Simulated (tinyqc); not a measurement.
# Holstein polaron on two sites, step by step

A worked calculation. Computed by tinyqc, a small Python program that keeps every step. Command: `OMP_NUM_THREADS=1 python tinyqc.py 3016922 3016923 out.jsonl holstein walk`. One thread of a shared host (Intel(R) Xeon(R) Processor @ 2.30GHz), about 0.01 s of CPU time with the checks. Intermediate numbers are printed to about 7 digits and carried at full precision; extremes and crossings named in words are read from the listed rows.

One electron on sites 1 and 2: H = -t (c1+ c2 + c2+ c1) + hbar omega sum_i b_i+ b_i - g hbar omega sum_i n_i (b_i + b_i+). The symmetric phonon shifts the energy by -g^2 hbar omega/2 and drops out; with b = (b_1 - b_2)/sqrt(2) there remains H = -t sigma_x + hbar omega b+ b - (g hbar omega/sqrt(2)) sigma_z (b + b+). Parity splits it into blocks p = +1 and -1 over phonon numbers n. Zero-point energies are left out. Weights Z refer to mode b alone; the displaced symmetric mode multiplies the full zero-phonon weight by exp(-g^2/2).

Inputs (values chosen for the exercise, for a model dimer):
```
quantity                  value  unit
hopping t                   6.7   meV
phonon energy hbar omega     21   meV
coupling g                0.264     -
phonon levels kept N          3     -
```

## Energy scales

Polaron binding energy E_p = g^2 hbar omega; ratio E_p/t (the adiabatic potential has two wells when it exceeds 1); adiabaticity hbar omega/t.

E_p = 1.463616 meV

E_p/t = 0.2184501

hbar omega/t = 3.134328

## The even block in a small basis

Block p: H_nn = n hbar omega - p t (-1)^n - g^2 hbar omega/2, H_(n,n+1) = -(g hbar omega/sqrt(2)) sqrt(n + 1). Take p = +1 and n = 0..N-1.

H, even block (meV):
```
          1         2         3
1  -7.43181  -3.92020   0.00000
2  -3.92020  26.96819  -5.54400
3   0.00000  -5.54400  34.56819
```

## Levels in the small basis

Diagonalise H; the eigenvector has its largest component positive; Z is the weight of n = 0.

levels (meV): -7.88213  24.42150  37.56521

lowest eigenvector: 0.9933563  0.1141102  0.0149028

Z in the small basis = 0.9867568

## Converged results

Use 60 levels in both blocks; Z = c_0^2 is the weight of n = 0 in the ground state c; the splitting is the lowest odd level less the lowest even one, which without coupling is the smaller of 2t and hbar omega; <sigma_x> = sum (-1)^n c_n^2 measures the kinetic energy.

ground-state energy = -7.882271 meV

weight Z of n = 0 in mode b = 0.9867407

mean phonon number in b = 0.01349174

splitting = 12.07545 meV

splitting/(2t) = 0.9011533

<sigma_x> = 0.9739387

The small basis misses the ground-state energy by 0.000137 meV. Mode b stays mostly in its zero-phonon state.

## Approximations to the ground state

Second order: E = -t - E_p/2 - (E_p/2) hbar omega/(hbar omega + 2t). Lang-Firsov: E = -E_p - t exp(-g^2). Variable displacement: E(x) = -E_p/2 - t exp(-g^2 x^2) - (E_p/2)(2x - x^2), minimised over 0 <= x <= 1. Adiabatic, classical lattice: E = -E_p/2 - t for E_p < t, else -E_p - t^2/(2 E_p); it leaves out the change of zero-point energy.

Ground-state energy (meV):
```
method                         E  E - exact
second order in g      -7.878551  0.0037197
Lang-Firsov            -7.712554  0.1697170
variable displacement  -7.880838  0.0014333
adiabatic, classical   -7.431808  0.4504630
```

best displacement x = 0.61675

Closest here is variable displacement (0.00 meV), furthest adiabatic, classical (+0.45 meV), at hbar omega/t = 3.13 and E_p/t = 0.22. Lang-Firsov and variable displacement are variational and lie above the exact value. The Lang-Firsov narrowing exp(-g^2) = 0.933 compares with the exact splitting ratio 0.901.

Checks made by the program: 60 against 80 levels (relative difference below 1e-10); Hellmann-Feynman: dE/dt = -<sigma_x> (relative difference below 1e-10).
